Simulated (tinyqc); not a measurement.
Inside a calculation. Method: empirical pseudopotential in a few plane waves. One step of it, computed by the program tinyqc.

Question. Levels at k. Diagonalise the Hermitian matrix.

H(k) at k (eV):
```
           +0+0+0     -1-1-1     -1-1+1     -1+1-1     -1+1+1     +1-1-1     +1-1+1     +1+1-1
+0+0+0   0.975416   2.462894  -2.462894  -2.462894  -2.462894  -2.462894  -2.462894  -2.462894
-1-1-1   2.462894   8.338507   0.000000   0.000000   0.108846   0.000000   0.108846   0.108846
-1-1+1  -2.462894   0.000000  16.089129  -0.108846   0.000000  -0.108846   0.000000   0.000000
-1+1-1  -2.462894   0.000000  -0.108846   8.958557   0.000000  -0.108846   0.000000   0.000000
-1+1+1  -2.462894   0.108846   0.000000   0.000000  16.709179   0.000000  -0.108846  -0.108846
+1-1-1  -2.462894   0.000000  -0.108846  -0.108846   0.000000   8.493519   0.000000   0.000000
+1-1+1  -2.462894   0.108846   0.000000   0.000000  -0.108846   0.000000  16.244141  -0.108846
+1+1-1  -2.462894   0.108846   0.000000   0.000000  -0.108846   0.000000  -0.108846   9.113569
+1+1+1   2.462894   0.000000   0.108846   0.108846   0.000000   0.108846   0.000000   0.000000
-2+0+0   0.000000  -2.462894  -2.462894  -2.462894   2.462894   0.788896  -0.788896  -0.788896
+0-2+0   0.000000  -2.462894  -2.462894   0.788896  -0.788896  -2.462894   2.462894  -0.788896
+0+0-2   0.000000  -2.462894   0.788896  -2.462894  -0.788896  -2.462894  -0.788896   2.462894
+0+0+2   0.000000  -0.788896   2.462894  -0.788896  -2.462894  -0.788896  -2.462894   0.788896
+0+2+0   0.000000  -0.788896  -0.788896   2.462894  -2.462894  -0.788896   0.788896  -2.462894
+2+0+0   0.000000  -0.788896  -0.788896  -0.788896   0.788896   2.462894  -2.462894  -2.462894

           +1+1+1     -2+0+0     +0-2+0     +0+0-2     +0+0+2     +0+2+0     +2+0+0
+0+0+0   2.462894   0.000000   0.000000   0.000000   0.000000   0.000000   0.000000
-1-1-1   0.000000  -2.462894  -2.462894  -2.462894  -0.788896  -0.788896  -0.788896
-1-1+1   0.108846  -2.462894  -2.462894   0.788896   2.462894  -0.788896  -0.788896
-1+1-1   0.108846  -2.462894   0.788896  -2.462894  -0.788896   2.462894  -0.788896
-1+1+1   0.000000   2.462894  -0.788896  -0.788896  -2.462894  -2.462894   0.788896
+1-1-1   0.108846   0.788896  -2.462894  -2.462894  -0.788896  -0.788896   2.462894
+1-1+1   0.000000  -0.788896   2.462894  -0.788896  -2.462894   0.788896  -2.462894
+1+1-1   0.000000  -0.788896  -0.788896   2.462894   0.788896  -2.462894  -2.462894
+1+1+1  16.864191  -0.788896  -0.788896  -0.788896  -2.462894  -2.462894  -2.462894
-2+0+0  -0.788896  16.321648  -0.108846  -0.108846   0.108846   0.108846   0.000000
+0-2+0  -0.788896  -0.108846  15.856610  -0.108846   0.108846   0.000000   0.108846
+0+0-2  -0.788896  -0.108846  -0.108846   8.726038   0.000000   0.108846   0.108846
+0+0+2  -2.462894   0.108846   0.108846   0.000000  24.227282  -0.108846  -0.108846
+0+2+0  -2.462894   0.108846   0.000000   0.108846  -0.108846  17.096710  -0.108846
+2+0+0  -2.462894   0.000000   0.108846   0.108846  -0.108846  -0.108846  16.631672
```

Give: eigenvalues.

Answer.

eigenvalues (eV): -2.537  3.137  6.235  6.247  10.514  10.535  13.582  13.641  14.387  16.693  17.985  19.262  22.005  22.061  26.896
